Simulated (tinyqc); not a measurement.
Liquidus of a compound AB in a simple-solution melt, liquid-phase epitaxy and vapour pressures: one step, computed by the program tinyqc. Command: `OMP_NUM_THREADS=1 python tinyqc.py 3020698 3020699 out.jsonl liq35 walk`. One thread of a shared host (Intel(R) Xeon(R) Processor @ 2.30GHz), about 0.05 s of CPU time with the checks.

x is the atom fraction of B in the melt. The melt is a simple solution: R T ln gamma_B = W (1 - x)^2, R T ln gamma_A = W x^2, W = a + b T. The solid AB is stoichiometric.

Question. Slope of the liquidus. Liquidus (Vieland): f(x) = R T ln[4 x (1 - x)] + 2 W (1/2 - x)^2 + S_F (T_F - T) = 0. dx/dT = -(df/dT)/f', df/dT = R ln[4 x (1 - x)] + 2 b (1/2 - x)^2 - S_F, f' = (1 - 2x)[R T/(x (1 - x)) - 2 W]. Concentrations: C_L = x N_A/V_L in the melt, C_S = 4/a0^3 in the solid; m = dT/dC_L.

Inputs (values chosen for the exercise, modelled on GaSb for the melt):
```
quantity                      value       unit
entropy of fusion S_F          66.2  J/(mol K)
interaction slope b             -24  J/(mol K)
saturation temperature T        626          K
molar volume of the melt V_L   12.6   cm^3/mol
lattice constant a0           6.096   angstrom
```

solubility x = 0.001793769

W = 4.176 kJ/mol

Constants: R = 8.314462618 J/(mol K); N_A = 6.02214076e+23 1/mol; k_B = 8.617333262e-05 eV/K.

Give: dx/dT; C_L; C_S; slope m; apparent heat of solution k_B T^2 d ln x/dT.

Answer.

dx/dT = 4.127e-05 1/K

C_L = 8.573e+19 1/cm^3

C_S = 1.766e+22 1/cm^3

slope m = 5.070e-19 K cm^3

apparent heat of solution k_B T^2 d ln x/dT = 0.7769 eV
